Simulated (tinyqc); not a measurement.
MOSFET with velocity saturation and source resistance: course of the iteration: saturation current with source resistance.

Strong inversion, charge Q = Cox (Vg - m V) at channel potential V with Vg the gate overdrive, and drift velocity v = mu E/(1 + mu E/vsat). Integrating along the channel gives I = mu Cox (1/L)(Vg Vd - m Vd^2/2)/(1 + Vd/Vc) per width, Vc = vsat L/mu, which peaks at Vdsat. Units: I in uA/um, Rs in ohm um, so the drop over Rs is 1e-6 I Rs volts.

Vg = Vgs - I Rs - VT (0 if negative), mu = mu0/(1 + th Vg), Vc = vsat L/mu, x = sqrt(1 + 2 Vg/(m Vc)), Vdsat = 2 Vg/(m (1 + x)), Isat = Cox vsat Vg (x - 1)/(x + 1) per width. I(new) = Isat.

Stop when I changes by less than 1e-6 uA/um, or after 80 iterations.

Parameters, values chosen for the exercise:
```
symbol  value        unit                       meaning
Cox      1.92     uF/cm^2              gate capacitance
mu0       300  cm^2/(V s)  mobility at low gate voltage
th        0.4         1/V          mobility degradation
vsat    1.2e7        cm/s           saturation velocity
m        1.32                               body factor
VT       0.48           V                     threshold
L        0.18          um                channel length
Rs        300      ohm um             source resistance
Vgs       2.5           V                  gate voltage
```

I at the start = 0 uA/um

Course of the iteration:
```
iteration  I (uA/um)  |change| (uA/um)
1            1365.69              1370
2            1011.45               354
3            1101.96              90.5
4            1078.73              23.2
5            1084.69              5.95
6            1083.16              1.53
7            1083.55             0.392
8            1083.45             0.100
9            1083.48            0.0257
10           1083.47           6.60e-3
11           1083.47           1.69e-3
12           1083.47           4.34e-4
13           1083.47           1.11e-4
14           1083.47           2.85e-5
15           1083.47           7.32e-6
16           1083.47           1.88e-6
17           1083.47           4.81e-7
```

Did this iteration meet its convergence test, and what does its course show?

Yes. Converged in 17 iterations. At the end each change is about 0.26 times the one before, with alternating sign: linear convergence. The resistance lowers Isat by 20.7 %.

Program tinyqc, `OMP_NUM_THREADS=1 python tinyqc.py 2500049 2500050 out.jsonl`; Intel Xeon 2.30GHz, shared host, one thread, about 0.01 s.
